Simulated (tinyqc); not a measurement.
Tunnelling through a gate dielectric, WKB transmission and Tsu-Esaki current: two steps of the calculation.

Electrons leave the emitter at x = 0. Energies E (motion across the layers) are in eV from the emitter Fermi level; the collector Fermi level lies at -V and offers states at every E. No charge in the dielectric and no image force: F1 = V/t1, U = phi1 - F1 x. With C = hbar^2/(2 m0), kappa = sqrt(m (U - E)/C) where U > E and 0 elsewhere; T(E) = exp(-S), S = 2 times the integral of kappa over x.

Parameters, values chosen for the exercise; dielectric values close to those of silicon dioxide:
- phi1 = 3.15 eV (barrier of layer 1 above the emitter Fermi level at zero bias)
- m1 = 0.52 m0 (tunnelling mass of layer 1)
- t1 = 3.6 nm (thickness of layer 1)
- V = 4.4 V (voltage across the dielectric)
- E = -0.11 eV (energy of the electron followed)
- nc = 8 (cells in each layer)

Constants: q = 1.602176634e-19 C, hbar = 1.054571817e-34 J s, m0 = 9.1093837015e-31 kg, hbar^2/(2 m0) = 0.0380998212 eV nm^2. Results are converted to the units shown.

Question 1. WKB exponent by the midpoint rule. Cut each layer into nc equal cells, take U and kappa at the cell centres, and sum S = 2 sum kappa h.

Wanted: x; U; kappa; S; T(E).

Answer 1.

```
cell  x (nm)  U (eV)  kappa (1/nm)
0      0.225   2.875         6.383
1      0.675   2.325         5.765
2      1.125   1.775         5.072
3      1.575   1.225         4.269
4      2.025   0.675         3.273
5      2.475   0.125         1.791
6      2.925  -0.425         0.000
7      3.375  -0.975         0.000
```

S = 23.90
T(E) = 4.183e-11

Question 2. WKB exponent in closed form. Each layer adds (2/F) sqrt(m/C) [G(u at its left edge) - G(u at its right edge)] to S, with u = U - E (0 where negative) and G(u) = (2/3) u^1.5. The slope follows from 1/d = -dS/dE.

Give: S; T(E); energy d over which T(E) grows by a factor e.

Answer 2.

S = 23.722
T(E) = 4.9840e-11
energy d over which T(E) grows by a factor e = 0.091616 eV

The midpoint rule gives S = 23.897, so its T(E) is 16 % below this value. The band edge of layer 1 drops below E inside the layer: the barrier there is triangular (the Fowler-Nordheim case).

Numbers from tinyqc (`OMP_NUM_THREADS=1 python tinyqc.py 2540141 2540142 out.jsonl`; about 0.03 s on one thread of a shared Intel Xeon 2.30GHz).
